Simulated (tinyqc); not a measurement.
Worked calculation: pair of shallow donors (hydrogen-like orbitals). Values are carried at full precision from step to step, so a last printed digit may differ when a step is redone from the rounded ones.

Each donor has the orbital exp(-r/a); energy unit Ha* = q/(eps a), q = e^2/(4 pi eps0), so that a lone donor is bound by Ha*/2; x = R/a. One electron: S = (1 + x + x^2/3) exp(-x), j = 1/x - (1 + 1/x) exp(-2x), k = (1 + x) exp(-x); levels E(+/-) = -1/2 - (j +/- k)/(1 +/- S) in Ha*, without the repulsion of the ions, split by D = |E(-) - E(+)|.

Constants: e^2/(4 pi eps0) = 14.39964547 eV angstrom; hbar = 6.58211957e-16 eV s.

Parameters, chosen for this exercise (near those of two donors in GaN; not measured data): a = 26.3 angstrom (orbital radius); eps = 9.7 (dielectric constant); R = 208 angstrom (separation); dV = 0.7 D (detuning between the donors, in units of D).

## Distance and integrals

Give Ha*, R, x, S, j, k.

Ha* = 56.445 meV
R = 208.00 angstrom
x = 7.9087

S, j, k: [0.01094, 0.12644, 0.00327]

## One electron on two donors

Give both levels, the splitting D = |E(-) - E(+)| and the tunnelling frequency D/(2 pi hbar).

E(+), E(-) (meV): [-35.465, -35.252]

D = 0.2135 meV
frequency = 51.63 GHz

The second ion deepens the mean level by 7.14 meV, against Ha*/x = 7.14 meV for a point charge.

## Detuning by a gate

Two-level picture for one electron: with detuning u = dV D the splitting is sqrt(D^2 + u^2) and the lower state has weight (1 + u/sqrt(D^2 + u^2))/2 on the lower donor; the field needed is u/(e R), 1 meV/angstrom = 100 kV/cm.

splitting = 0.2606 meV
weight = 0.787
field = 0.0719 kV/cm

## Two electrons and exchange

Two electrons, Heitler-London: with S' = (1 - x + x^2/3) exp(x), C = 1/x - exp(-2x)(1/x + 11/8 + 3x/4 + x^2/6), X = (1/5){exp(-2x)(25/8 - 23x/4 - 3x^2 - x^3/3) + (6/x)[S^2 (0.5772157 + ln x) + S'^2 Ei(-4x) - 2 S S' Ei(-2x)]}, Q = C - 2j + 1/x and A = X - 2 S k + S^2/x, the singlet and triplet lie at (Q +/- w A)/(1 +/- w S^2) from two lone donors, with the valley weight w = 1 (one valley); the exchange is J = triplet - singlet.

Give C, X, Q, A and J.

C, X, Q, A (Ha*): [0.1264, 3.823e-05, -2.108e-06, -1.826e-05]

J = 2.06 micro-eV

A swap of the two spins takes pi hbar/J = 1 ns (hbar = 6.58212e-16 eV s). Against the one-electron splitting D = 0.214 meV, J/D = 0.0097: exchange needs both electrons to tunnel and falls as exp(-2x), D as exp(-x).

## Checks

- Heitler-London binding at x = 1.6425 against the known 0.1160 hartree: both 0.1160.
- Overlap S by quadrature in spheroidal coordinates against the formula: both 0.01094.

Computed by tinyqc, a small Python program: `OMP_NUM_THREADS=1 python tinyqc.py 1281082 1281083 out.jsonl` (the numbers bound the seed that draws the inputs); one thread of a shared host (Intel(R) Xeon(R) Processor @ 2.30GHz), about 0.01 s for the whole set of steps.
